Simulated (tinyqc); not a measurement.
# MOS inversion layer, Poisson-Schroedinger loop, step by step

Program tinyqc, `OMP_NUM_THREADS=1 python tinyqc.py 2160053 2160054 out.jsonl`; Intel Xeon 2.30GHz, shared host, one thread, about 2 s. Printed values are rounded.

Electrons confined at an insulator interface at z = 0, treated as a hard wall; parabolic valleys, Hartree approximation, no image or exchange terms. The depletion charge lies far deeper than the electrons and gives a uniform field q Nd/(eps0 eps_r); the gate balances all charge. Energies are counted from the band edge at the interface.

Parameters, values chosen for the exercise; masses and permittivity close to those of germanium (111):
```
symbol   value   unit                                     meaning
T          200      K                                 temperature
eps_r     16.1                              relative permittivity
mz1       1.57     m0  mass along z of valley set A (1 valley(s))
md1     0.0821     m0    in-plane density-of-states mass of set A
mz2     0.0903     m0  mass along z of valley set B (3 valley(s))
md2      0.338     m0    in-plane density-of-states mass of set B
Ns        1e13  cm^-2                  sheet density of electrons
Nd      2.7e10  cm^-2           sheet density of depletion charge
dE           0     eV               extra shift of set B (strain)
hz         1.1     nm                                   mesh step
a            1                                      mixing factor
```

Constants: q = 1.602176634e-19 C, kB = 1.380649e-23 J/K, hbar = 1.054571817e-34 J s, m0 = 9.1093837015e-31 kg, Vt = kB T/q, eps0 = 8.8541878128e-14 F/cm where lengths are in cm, hbar^2/(2 m0) = 0.0380998212 eV nm^2. Results are converted to the units shown.

## Fixed part of the potential

z, node 1 to 19 (nm): 1.1  2.2  3.3  4.4  5.5  6.6  7.7  8.8  9.9  11  12.1  13.2  14.3  15.4  16.5  17.6  18.7  19.8  20.9

V0 = q Nd z/(eps0 eps_r) in eV.

fixed potential V0, node 1 to 19 (in units of 1e-3 eV): 0.33380  0.66761  1.00141  1.33522  1.66902  2.00283  2.33663  2.67044  3.00424  3.33805  3.67185  4.00565  4.33946  4.67326  5.00707  5.34087  5.67468  6.00848  6.34229

## Round 1: levels and probability densities

self-consistent potential U at the start, node 1 to 19 (eV): 0  0  0  0  0  0  0  0  0  0  0  0  0  0  0  0  0  0  0

Tridiagonal Hamiltonian with psi = 0 one step beyond both ends: H_ii = C (1/m_(i-1/2) + 1/m_(i+1/2))/hz^2 + V0_i + U_i (+ dE for the set B), H_(i,i+1) = -C/(m_(i+1/2) hz^2), C = hbar^2/(2 m0). The lowest 2 level(s) of each valley set are kept, normalised to hz sum |psi|^2 = 1. The mass is the same on all intervals.

levels (eV): A1 0.0030499, A2 0.0053946, B1 0.0118675, B2 0.0374872

```
node  |psi|^2 of A1 (1/nm)  |psi|^2 of A2 (1/nm)  |psi|^2 of B1 (1/nm)  |psi|^2 of B2 (1/nm)
1                 0.014778              0.016191             0.0026830             0.0090857
2                 0.051376              0.049454             0.0103800             0.0325738
3                 0.092927              0.070281             0.0221099             0.0608055
4                 0.123818              0.062378             0.0364323             0.0823069
5                 0.136037              0.033803             0.0516588             0.0884776
6                 0.129882              0.007023             0.0660754             0.0769827
7                 0.110978              0.000926             0.0781454             0.0525457
8                 0.086453              0.019603             0.0866701             0.0249299
9                 0.062180              0.053168             0.0908938             0.0050113
10                0.041666              0.086241             0.0905472             0.0005434
11                0.026185              0.106695             0.0858343             0.0132551
12                0.015508              0.109931             0.0773691             0.0383318
13                0.008682              0.098290             0.0660798             0.0663785
14                0.004599              0.077826             0.0530920             0.0870272
15                0.002299              0.054943             0.0396091             0.0927849
16                0.001073              0.034335             0.0268003             0.0817019
17                0.000454              0.018413             0.0157079             0.0579431
18                0.000160              0.007743             0.0071790             0.0301477
19                0.000034              0.001847             0.0018235             0.0082581
```

## Round 1: Fermi level and occupations

Level k holds N_k = D_k Vt ln(1 + exp((EF - E_k)/Vt)) with D = md1 m0 q/(pi hbar^2) for the set A, D = 3 md2 m0 q/(pi hbar^2) for the set B per eV (spin included); EF is fixed by sum N_k = Ns.

EF = 0.0182475 eV
N_k (cm^-2): A1 7.25990e11, A2 6.70277e11, B1 6.53571e12, B2 2.06802e12

## Round 1: density, output potential and mixing

n_i = sum_k N_k |psi_k|^2 (converted to cm^-3). Hartree part by Gauss: on the interval before node i the electrons still beyond are S_i = Ns - hz sum_(j<i) n_j, and U_i = U_(i-1) + q S_i hz/(eps0 eps_r) in eV, U_0 = 0 at the interface. Mixing: U(new) = U + a (U(out) - U).

```
node  n (1e18 cm^-3)  U(out) (eV)  U after round 1 (eV)
1            0.57906      0.12363               0.12363
2            2.05650      0.24648               0.24648
3            3.84823      0.36652               0.36652
4            5.40025      0.48134               0.48134
5            6.42020      0.58881               0.58881
6            6.90052      0.68754               0.68754
7            7.00591      0.77690               0.77690
8            6.93910      0.85673               0.85673
9            6.85199      0.92711               0.92711
10           6.80969      0.98819               0.98819
11           6.78926      1.04000               1.04000
12           6.69876      1.08257               1.08257
13           6.41336      1.11604               1.11604
14           5.82472      1.14079               1.14079
15           4.89250      1.15761               1.15761
16           3.67912      1.16778               1.16778
17           2.35162      1.17295               1.17295
18           1.14571      1.17492               1.17492
19           0.30259      1.17533               1.17533
```

## Round 2: levels and probability densities

As before.

levels (eV): A1 0.160853, A2 0.287136, B1 0.398420, B2 0.670466

```
node  |psi|^2 of A1 (1/nm)  |psi|^2 of A2 (1/nm)  |psi|^2 of B1 (1/nm)  |psi|^2 of B2 (1/nm)
1                 0.886042              0.022881              0.252291              0.188397
2                 0.022895              0.861470              0.371162              0.035280
3                 0.000153              0.024559              0.204187              0.082033
4                 0.000000              0.000180              0.064757              0.261967
5                 0.000000              0.000001              0.014057              0.213067
6                 0.000000              0.000000              0.002299              0.093310
7                 0.000000              0.000000              0.000302              0.027575
8                 0.000000              0.000000              0.000033              0.006154
9                 0.000000              0.000000              0.000003              0.001112
10                0.000000              0.000000              0.000000              0.000171
11                0.000000              0.000000              0.000000              0.000023
12                0.000000              0.000000              0.000000              0.000003
13                0.000000              0.000000              0.000000              0.000000
14                0.000000              0.000000              0.000000              0.000000
15                0.000000              0.000000              0.000000              0.000000
16                0.000000              0.000000              0.000000              0.000000
17                0.000000              0.000000              0.000000              0.000000
18                0.000000              0.000000              0.000000              0.000000
19                0.000000              0.000000              0.000000              0.000000
```

## Round 2: Fermi level and occupations

As before.

EF = 0.359230 eV
N_k (cm^-2): A1 6.80350e12, A2 2.48144e12, B1 7.15068e11, B2 1.04842e5

## Round 2: density, output potential and mixing

As before.

```
node  n (1e19 cm^-3)  U(out) (eV)  U after round 2 (eV)
1            6.26537     0.123631              0.123631
2            2.55886     0.162057              0.162057
3            0.20799     0.165684              0.165684
4            0.04675     0.166482              0.166482
5            0.01005     0.166644              0.166644
6            0.00164     0.166670              0.166670
7            0.00022     0.166673              0.166673
8            0.00002     0.166674              0.166674
9            0.00000     0.166674              0.166674
10           0.00000     0.166674              0.166674
11           0.00000     0.166674              0.166674
12           0.00000     0.166674              0.166674
13           0.00000     0.166674              0.166674
14           0.00000     0.166674              0.166674
15           0.00000     0.166674              0.166674
16           0.00000     0.166674              0.166674
17           0.00000     0.166674              0.166674
18           0.00000     0.166674              0.166674
19           0.00000     0.166674              0.166674
```

## Course of the self-consistent loop

Start from U = 0. Stop when the largest |U(out) - U| is below 1e-7 eV, or after 40 rounds.

Course of the iteration:
```
round  level A1 (eV)    EF (eV)  largest |U(out) - U| (eV)
1         0.00304993  0.0182475                       1.18
2           0.160853   0.359230                       1.01
3           0.153952   0.183414                      0.895
4           0.160566   0.350857                      0.890
5           0.154710   0.188088                      0.872
6           0.160516   0.349502                      0.871
7           0.154823   0.188881                      0.868
8           0.160507   0.349264                      0.867
9           0.154842   0.189022                      0.867
...              ...        ...                        ...
32          0.160505   0.349213                      0.867
33          0.154846   0.189053                      0.867
34          0.160505   0.349213                      0.867
35          0.154846   0.189053                      0.867
36          0.160505   0.349213                      0.867
37          0.154846   0.189053                      0.867
38          0.160505   0.349213                      0.867
39          0.154846   0.189053                      0.867
40          0.160505   0.349213                      0.867
```

Not converged within 40 rounds: the residual has levelled off at one value. The lowest level moves up and down in turn: each round overcorrects the one before. Reruns converge within the same cap with Anderson mixing of depth 4 with a = 0.5 (20 rounds) and with plain mixing with a = 0.5 (22 rounds).

## Closed-form estimates

Triangular well: E_k = a_k (C F^2/mz)^(1/3), a_1 = 2.338107, a_2 = 4.087949, C = hbar^2/(2 m0), F in eV/nm. Fang-Howard (all electrons in the lowest level of set A): b^3 = 6 (mz1/C) q (Nd + 11 Ns/32)/(eps0 eps_r), centroid 3/b, level C b^2/(4 mz1) + (3/b) q (Nd + 11 Ns/16)/(eps0 eps_r). Use F = q (Nd + Ns)/(eps0 eps_r), the surface field, and F = q (Nd + Ns/2)/(eps0 eps_r).

A1 with the surface field = 0.157934 eV
A1 with Nd + Ns/2 = 0.0996710 eV
A2 with Nd + Ns/2 = 0.174265 eV
b = 2.12733 1/nm
Fang-Howard centroid = 1.41022 nm
Fang-Howard level = 0.136851 eV

Against the self-consistent A1 = 0.1447 eV on a fine mesh, the surface-field estimate is 9.1 % above it, the half-charge one 31 % below it and Fang-Howard 5.4 % below it. A1 holds 42.6 % of the electrons, and the Fang-Howard centroid is 52 % below the full one.
